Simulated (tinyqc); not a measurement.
Penn model of the dielectric constant and Phillips ionicity: sweeps and comparisons. A value that a table varies takes the place of the one given here.

n = 32/a^3; Ep^2 = 8 pi c e2 n with c = hbar^2/2m0, e2 = e^2/(4 pi eps0); EF = c (3 pi^2 n)^(2/3); eps = 1 + (Ep/Eg)^2 S with S = 1 - Eg/(4 EF) + (Eg/(4 EF))^2/3, Eg the Penn gap. Core d shells are left out.

Phillips: bond length d = sqrt(3) a/4; homopolar gap Eh = 39.74 d^(-2.48) eV (d in angstrom); Eg^2 = Eh^2 + C^2; ionicity fi = C^2/Eg^2.

Constants: hbar^2/2m0 = 3.80998211 eV angstrom^2; e^2/(4 pi eps0) = 14.39964547 eV angstrom.

Values chosen for the exercise (out of a larger set: near those of GaP; not measured data): a = 5.427 angstrom (cubic lattice constant, 32 valence electrons a cell); C0 = 3.45 eV (ionic gap, held fixed); ei = 8.84 (high-frequency dielectric constant).

## Dielectric constant under pressure

The lattice constant is scaled by the factor listed; C = C0.

Results:
```
factor  Eh (eV)  Eg (eV)  Ep (eV)    eps     fi
0.94      5.567    6.550   18.231  7.884  0.277
0.96      5.284    6.311   17.664  7.957  0.299
0.98      5.021    6.092   17.126  8.013  0.321
0.99      4.896    5.989   16.867  8.035  0.332
1.00      4.775    5.891   16.615  8.052  0.343
1.01      4.659    5.797   16.369  8.065  0.354
1.02      4.546    5.707   16.128  8.074  0.365
1.04      4.333    5.538   15.665  8.079  0.388
```

What can be read from the table?

d ln eps/d ln a = +0.19 around factor 1: eps falls under compression. Ep^2 goes as a^-3 and Eh^2 as a^-4.96; with C fixed Eg^2 goes as a^-3.26 at fi = 0.343, and leaving S aside the two powers balance at fi = 0.395. The slope is a difference of two powers and the model omits d shells and any change of C, so it is no prediction for a real crystal; eps from C0 (row 1.00) need not match a measured ei.

## What moves the Penn gap and the ionicity

Eg from ei; fi = 1 - (Eh/Eg)^2, printed even where negative. Each row changes one parameter from the base and keeps the others.

Results:
```
case                Ep (eV)  Eg (eV)  Eh (eV)     fi
base                 16.615    5.604    4.775  0.274
a = 5.536 angstrom   16.126    5.436    4.545  0.301
ei = 7.96            16.615    5.928    4.775  0.351
```

What does this show?

The largest shifts from the base row, up to three for each result and ties (the steps differ in size, so this ranks the rows, not the parameters). Ep (eV): a -0.488; unchanged at the printed digits by ei. Eg (eV): ei +0.324, a -0.168. Eh (eV): a -0.230; unchanged at the printed digits by ei. fi: ei +0.077, a +0.027. With the tabulated Phillips C of about 3.3 eV, fi would be 0.32; this model leaves out the d-shell factor.

tinyqc: `OMP_NUM_THREADS=1 python tinyqc.py 1650858 1650859 out.jsonl`; about 0.01 s, one thread, shared Intel(R) Xeon(R) Processor @ 2.30GHz.
